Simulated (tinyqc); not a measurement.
Channel length: inversion-layer mobility, back-scattering and ballistic limit of a field-effect transistor. Computed by tinyqc, a small Python program. Command: `OMP_NUM_THREADS=1 python tinyqc.py 3030935 3030936 out.jsonl mos walk`. One thread of a shared host (Intel(R) Xeon(R) Processor @ 2.30GHz), about 0.01 s of CPU time with the checks.

The charge at the top of the source barrier is fixed by the gate; series resistance and short-channel effects are left out. F_j are Fermi integrals normalised to exp(eta) in the classical limit.

Inputs (values chosen for the exercise, modelled on a silicon p-channel):
```
quantity                                       value        unit
transport mass m                                 0.3         m_0
valley degeneracy g_v                              1           -
weight w of the inversion charge               0.333           -
permittivity eps                                11.7           -
phonon mobility at 1 MV/cm and 300 K, mu_ph      110  cm^2/(V s)
roughness mobility at 1 MV/cm, mu_sr             160  cm^2/(V s)
Coulomb mobility at N_inv = 1e12/cm^2, mu_C      240  cm^2/(V s)
electrical oxide thickness t_inv                 5.6          nm
depletion charge N_dep                       1.3e+12      1/cm^2
gate overdrive V_G - V_T                        0.45           V
drain voltage V_D                               0.05           V
exponent a of the critical length                0.8           -
temperature T                                    300           K
```

Statistics at the top of the barrier: Fermi-Dirac.

Constants: eps_0 = 8.8541878128e-12 F/m; e = 1.602176634e-19 C; m_0 = 9.1093837015e-31 kg; k_B = 1.380649e-23 J/K; hbar = 1.054571817e-34 J s; k_B = 8.617333262e-05 eV/K.

Method:
- N_inv = 3.9 eps_0 (V_G - V_T)/(e t_inv); effective field E_eff = e (N_dep + w N_inv)/(eps eps_0).
- mu_phonon = mu_ph (E_eff/1 MV/cm)^(-0.3) (T/300 K)^(-1.75); mu_rough = mu_sr (E_eff/1 MV/cm)^(-2); mu_Coulomb = mu_C (N_inv/1e12 cm^-2) (T/300 K); Matthiessen's rule adds 1/mu.
- F_j(eta) = (1/Gamma(j + 1)) int_0^infinity x^j/(1 + exp(x - eta)) dx, F_0 = ln(1 + exp(eta)). Integrals over x = E/(k_B T) use 160 Gauss-Legendre points in u = sqrt(x) from 0 to sqrt(max(eta, 0) + 32).
- Ballistic channel: N_2D = g_v m k_B T/(pi hbar^2), U = e V_D/(k_B T); eta_F solves N_inv = (N_2D/2)[F_0(eta_F) + F_0(eta_F - U)]; v_T = sqrt(2 k_B T/(pi m)); I/W = e (N_2D/2) v_T [F_1/2(eta_F) - F_1/2(eta_F - U)]; injection velocity v_T F_1/2(eta_F)/F_0(eta_F).
- Mean free path lambda = (2 k_B T/e)(mu/v_T) F_0(eta_0)/F_-1/2(eta_0), with eta_0 from N_inv = N_2D F_0(eta_0); critical length l = L (1 + U)^(-a), an empirical rule; back-scattering r = l/(l + lambda). Then eta solves N_inv = (N_2D/2)[(1 + r) F_0(eta) + (1 - r) F_0(eta - U)] and I/W = e (N_2D/2) v_T (1 - r)[F_1/2(eta) - F_1/2(eta - U)].
- The last column is the long-channel law e N_inv mu V/L with V = V_D - V_D^2/(2 V_ov) below pinch-off and V_ov/2 above, V_ov = V_G - V_T.

inversion density N_inv = 1.73192e+12 1/cm^2

effective mobility mu = 108.638 cm^2/(V s)

ballistic current I/W = 206.142 microampere/micrometre

Currents (microampere/micrometre):
```
L (nm)        r     I/W  ballistic ratio  long-channel law
5       0.24943  132.88          0.64460            284.71
10      0.39926   97.79          0.47439            142.35
20      0.57068   63.89          0.30995             71.18
40      0.72666   37.69          0.18286             35.59
80      0.84170   20.70          0.10042             17.79
160     0.91405   10.88          0.05279              8.90
400     0.96375    4.49          0.02179              3.56
1000    0.98518    1.82          0.00883              1.42
```

What follows from these numbers?

The current scales as L^-0.99 at the long end and as L^-0.44 at the short end, where it reaches 64 % of the ballistic 206. The long-channel law passes the ballistic limit between 5.00 and 10.0 nm and has no meaning below. At 1000 nm the model gives 1.28 times the long-channel law; the rule for l is a fit for short devices and fails wherever the model exceeds that law. Raising mu by 10 % at 20 nm raises I by 6.7 %.

Extremes, crossings and ranges named in words are read from the listed rows.
